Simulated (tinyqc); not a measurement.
Worked calculation: plane-wave Kohn-Sham cycle with exchange-only LDA in a layered model solid. One step of it, computed by the program tinyqc.

Question. Iteration 2: levels at that k. Diagonalise the Hermitian matrix.

H (hartree), lower triangle:
```
,-3,-2,-1,+0,+1,+2,+3
-3,0.706898
-2,-0.001484,0.250163
-1,0.036337,-0.001484,-0.023879
+0,0.008984,0.036337,-0.001484,-0.115226
+1,0.002844,0.008984,0.036337,-0.001484,-0.023879
+2,0.000041,0.002844,0.008984,0.036337,-0.001484,0.250163
+3,-0.000047,0.000041,0.002844,0.008984,0.036337,-0.001484,0.706898
```

Give: eigenvalues.

Answer.

eigenvalues (hartree): -0.1226  -0.0620  0.0102  0.2477  0.2602  0.7084  0.7092
